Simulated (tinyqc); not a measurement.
Inside a calculation. Method: sp3 tight binding, zinc-blende lattice. One step of it, computed by the program tinyqc.

Problem. Levels at X. Diagonalise the Hermitian matrix.

H(k) at X (eV), lower triangle (Hermitian):
```
                     a s                a px                a py                a pz
a s           -16.750000
a px            0.000000           -9.620000
a py            0.000000            0.000000           -9.620000
a pz            0.000000            0.000000            0.000000           -9.620000
c s             0.000000  0.000000+4.463629i            0.000000            0.000000
c px  0.000000-4.463629i            0.000000            0.000000            0.000000
c py            0.000000            0.000000            0.000000  0.000000-5.672371i
c pz            0.000000            0.000000  0.000000-5.672371i            0.000000

             c s       c px       c py       c pz
c s   -10.030000
c px    0.000000  -6.120000
c py    0.000000   0.000000  -6.120000
c pz    0.000000   0.000000   0.000000  -6.120000
```

Give: eigenvalues.

Solution.

eigenvalues (eV): -18.3757  -14.2933  -13.8062  -13.8062  -5.3567  -4.4943  -1.9338  -1.9338
